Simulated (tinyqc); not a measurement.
Spectrum around the optical phonon: single-oscillator infrared dielectric function of a polar cubic crystal. Computed by tinyqc, a small Python program. Command: `OMP_NUM_THREADS=1 python tinyqc.py 3013091 3013092 out.jsonl infrared walk`. One thread of a shared host (Intel(R) Xeon(R) Processor @ 2.30GHz), about 0.01 s of CPU time with the checks.

One ion pair, charges +Z* and -Z*, in a cell of volume Omega = a^3/4. Frequencies omega are given as wavenumbers (1/cm); eps_s is the static dielectric constant.

Inputs (values chosen for the exercise, modelled on zinc selenide):

| quantity | value | unit |
|---|---|---|
| lattice constant a | 5.668 | angstrom |
| mass M_A | 65.38 | u |
| mass M_B | 78.97 | u |
| omega_TO | 210 | 1/cm |
| Born charge Z* | 2.09 | e |
| eps_inf | 6.07 | - |
| phonon damping gamma | 4.4 | 1/cm |

Structure: zinc blende. Free carriers: absent.

Constants: nu for 1 eV/(angstrom^2 u) = 15.6333042 THz; 1 THz = 33.35640952 1/cm; e^2/(4 pi eps_0) = 14.39964548 eV angstrom.

Method:
- mu = M_A M_B/(M_A + M_B); ionic plasma term W^2 = 4 pi Z*^2 (e^2/(4 pi eps_0))/(Omega mu) in eV/(angstrom^2 u), turned into 1/cm by W = 15.6333042 x 33.35640952 x sqrt(W^2); omega_LO^2 = omega_TO^2 + W^2/eps_inf; eps_s = eps_inf + W^2/omega_TO^2; Szigeti charge 3 Z*/(eps_inf + 2); longitudinal (Callen) charge Z*/eps_inf.
- eps(omega) = eps_inf + W^2/(omega_TO^2 - omega^2 - i gamma omega); n + i k = sqrt(eps) with k >= 0; R = |(n + i k - 1)/(n + i k + 1)|^2 at normal incidence from vacuum.
- The loss function is Im(-1/eps).

omega_LO = 256.607 1/cm

W = 363.327 1/cm

Spectrum:

| omega (1/cm) | Re eps | Im eps | R | Im(-1/eps) |
|---|---|---|---|---|
| 105 | 10.060 | 0.055738 | 0.27102 | 5.5070e-04 |
| 178 | 16.660 | 0.66800 | 0.36799 | 0.0024029 |
| 204 | 53.075 | 16.985 | 0.58725 | 0.0054695 |
| 210 | 6.07 | 142.86 | 0.78586 | 0.0069871 |
| 222 | -18.521 | 4.6336 | 0.89901 | 0.012712 |
| 233 | -6.7559 | 1.2905 | 0.88193 | 0.027279 |
| 247 | -1.7047 | 0.49971 | 0.75992 | 0.15834 |
| 257 | 0.071694 | 0.30903 | 0.19792 | 3.0707 |
| 262 | 0.70349 | 0.25206 | 0.012720 | 0.45137 |
| 272 | 1.6598 | 0.17662 | 0.016929 | 0.063394 |
| 295 | 2.9975 | 0.092908 | 0.071814 | 0.010330 |
| 385 | 4.8026 | 0.020620 | 0.13938 | 8.9398e-04 |
| 642 | 5.7114 | 0.0027524 | 0.16810 | 8.4378e-05 |

R peaks among these rows at 222 per cm with 0.90 and is lowest, 0.013, at 262; far above omega_LO it tends to ((sqrt(eps_inf) - 1)/(sqrt(eps_inf) + 1))^2 = 0.179. Im eps is largest at 210 and the loss function at 257: absorption marks the TO mode and the loss function the LO mode. Re eps is negative in some rows, where R averages 0.85.

Extremes, crossings and ranges named in words are read from the listed rows.
